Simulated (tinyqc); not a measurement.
# Space-charge-limited current with shallow traps: from ohmic to space-charge-limited current

One carrier type, drift only, an injecting contact at x = 0 (zero field) and thickness L. The share th = y/(1 + y), y = (Nc/Nt) exp(-Et/kB T), of the injected charge is free: J = q mu n F, eps0 eps_r dF/dx = q (n - n0)/th.

Ohmic J = q n0 mu V/L; Mott-Gurney J = (9/8) th eps0 eps_r mu V^2/L^3; they cross at Vx = 8 q n0 L^2/(9 th eps0 eps_r); traps fill at V_TFL = q Nt L^2/(2 eps0 eps_r). Exact: with u = n0/n(L), w = -u - ln(1 - u) and v = -u - u^2/2 - ln(1 - u), V = (q n0 L^2/(th eps0 eps_r)) v/w^2 and J = q^2 n0^2 mu L/(th eps0 eps_r w).

Parameters, values chosen for the exercise: temperature T = 250 K; relative permittivity eps_r = 11.4; mobility mu = 1.1 cm^2/(V s); thickness L = 530 nm; band density of states Nc = 9.9e20 cm^-3; trap density Nt = 3.4e17 cm^-3; trap depth Et = 0.48 eV; free carrier density in equilibrium n0 = 6.7e8 cm^-3.

Constants: q = 1.602176634e-19 C, kB = 1.380649e-23 J/K, Vt = kB T/q, eps0 = 8.8541878128e-14 F/cm where lengths are in cm. Results are converted to the units shown.

Results:
```
V (V)	J (A/cm^2)	ohmic (A/cm^2)	Mott-Gurney (A/cm^2)	d ln J/d ln V
0.044	1.029e-7	9.803e-8	9.965e-9	1.052
0.16	4.400e-7	3.565e-7	1.318e-7	1.242
0.3	1.014e-6	6.684e-7	4.632e-7	1.419
0.57	2.680e-6	1.270e-6	1.672e-6	1.606
1.1	8.125e-6	2.451e-6	6.228e-6	1.760
2	2.399e-5	4.456e-6	2.059e-5	1.856
3.8	8.073e-5	8.466e-6	7.432e-5	1.920
7.3	2.865e-4	1.626e-5	2.743e-4	1.957
14	0.001032	3.119e-5	0.001009	1.977
26	0.003523	5.793e-5	0.003479	1.988
```

Estimate the missing row, V = 0.084 V.

Computed row:
```
V (V)	J (A/cm^2)	ohmic (A/cm^2)	Mott-Gurney (A/cm^2)	d ln J/d ln V
0.084	2.068e-7	1.871e-7	3.632e-8	1.114
```

With this row back in the table: The local exponent rises from 1.05 to 1.99, passing from ohmic towards the square law around Vx = 0.433 V. In the last row J is 1.3 % above the Mott-Gurney value. For V = 0.044, 0.084, 0.16, 0.3, 0.57, 1.1, 2 the voltage is under 100 kB T/q, where diffusion would add more than a third of the Mott-Gurney current.

Range of the model: Diffusion and a field-dependent mobility are left out. With injecting contacts the diffusion current, about 4 pi^2 Vt th eps0 eps_r mu V/L^3, equals the Mott-Gurney current at V = 35 kB T/q (0.9 V at 300 K), so the drift-only result needs V well above that.

tinyqc, about 0.01 s, one thread, Intel Xeon 2.30GHz (shared host): `OMP_NUM_THREADS=1 python tinyqc.py 2370063 2370064 out.jsonl`
